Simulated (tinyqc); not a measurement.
Leakage currents through a thin dielectric. Changing the thickness t. Computed by tinyqc, a small Python program. Command: `OMP_NUM_THREADS=1 python tinyqc.py 3014113 3014114 out.jsonl leak sweep`. One thread of a shared host (Intel(R) Xeon(R) Processor @ 2.30GHz), about 0.05 s of CPU time with the checks.

Electrons leave an electrode with Fermi energy E_F above its band bottom; barriers are counted from the Fermi level, and both electrodes are alike.

Inputs (values chosen for the exercise, modelled on SiO2):
```
quantity                           value  unit
barrier height phi_B                2.87    eV
tunnelling mass m                   0.38   m_0
static permittivity k               3.72     -
optical permittivity k_o            2.12     -
trap depth phi_t                     1.8    eV
Poole-Frenkel prefactor sigma_0  1.5e-05  S/cm
electrode Fermi energy E_F          0.12    eV
electrode mass m_e                   0.3   m_0
voltage V                            1.2     V
temperature T                        200     K
```

Stack: single layer.

Constants: m_0 = 9.1093837015e-31 kg; e = 1.602176634e-19 C; hbar = 1.054571817e-34 J s; k_B = 8.617333262e-05 eV/K; k_B = 1.380649e-23 J/K; eps_0 = 8.8541878128e-12 F/m; h = 6.62607015e-34 J s.

Method:
- Field F = V/t; equivalent oxide thickness 3.9 t/k.
- WKB: a layer of mass m, field F and barrier b(x) = b_0 - e F x gives the exponent (4 sqrt(2 m)/(3 hbar e F)) [b_0^(3/2) - max(b_0 - e F t, 0)^(3/2)] for b_0 > 0; b_0 = barrier - (E - E_F); the transmission is D(E) = exp(-sum of exponents), without image force.
- Tsu-Esaki: J = (e m_e k_B T/(2 pi^2 hbar^3)) int D(E) ln[(1 + exp((E_F - E)/k_B T))/(1 + exp((E_F - eV - E)/k_B T))] dE over the normal energy E (its change with the mass at an interface is neglected) from max(0, E_F - 3 eV) to E_F + largest barrier, by 100 Gauss-Legendre points in each part, split at E_F - 0.3 eV (if inside the range) and E_F + 8 k_B T.
- The mean energy weights E - E_F by the integrand.
- Schottky emission J = A T^2 exp(-(phi_B - sqrt(e^3 F/(4 pi k_o eps_0)))/k_B T), A = 4 pi e m k_B^2/h^3 with the tunnelling mass; Poole-Frenkel J = sigma_0 F exp(-(phi_t - sqrt(e^3 F/(pi k_o eps_0)))/k_B T); both use the field F of the dielectric.

One run for each value; columns: (1) thickness t (nm); (2) tunnel current density (A/cm^2); (3) transmission D(E_F); (4) field F (MV/cm); (5) equivalent oxide thickness (nm); (6) Poole-Frenkel current density (A/cm^2):
```
(1)         (2)         (3)     (4)     (5)         (6)
1.3  1.3441e+02  4.3959e-06  9.2308  1.3629  4.8903e-04
1.7  2.8465e+00  9.8799e-08  7.0588  1.7823  3.6611e-09
2.2  2.3025e-02  8.5978e-10  5.4545  2.3065  1.7015e-13
2.8  7.1205e-05  2.8970e-12  4.2857  2.9355  4.3800e-17
3.7  1.2297e-08  5.6662e-16  3.2432  3.8790  9.6231e-21
4.8  3.1191e-13  1.6614e-20  2.5000  5.0323  9.6333e-24
6.2  4.4688e-19  2.8279e-26  1.9355  6.5000  2.3881e-26
8.0  1.4003e-26  1.0818e-33  1.5000  8.3871  1.2045e-28
```

What does the table show, and why?

Over the rows, tunnel current density (A/cm^2) falls from 134 to 1.40e-26 (exponent d ln y / d ln x -14 between the first rows and -68 between the last); transmission D(E_F) falls from 4.40e-6 to 1.08e-33 (exponent d ln y / d ln x -14 between the first rows and -67 between the last); field F (MV/cm) falls from 9.23 to 1.50 (exponent d ln y / d ln x about -1.0 throughout). At fixed voltage the tunnel current falls by one decade per 2.39 angstrom between the first rows; a low-bias barrier gives ln(10) hbar/(2 sqrt(2 m phi_B)) = 2.15 angstrom. Left out: 1.00 (the field removes the barrier).

Caution (rows 2.80, 3.70, 4.80, 6.20, 8.00): so small a Poole-Frenkel current cannot be measured, and its value is formal.
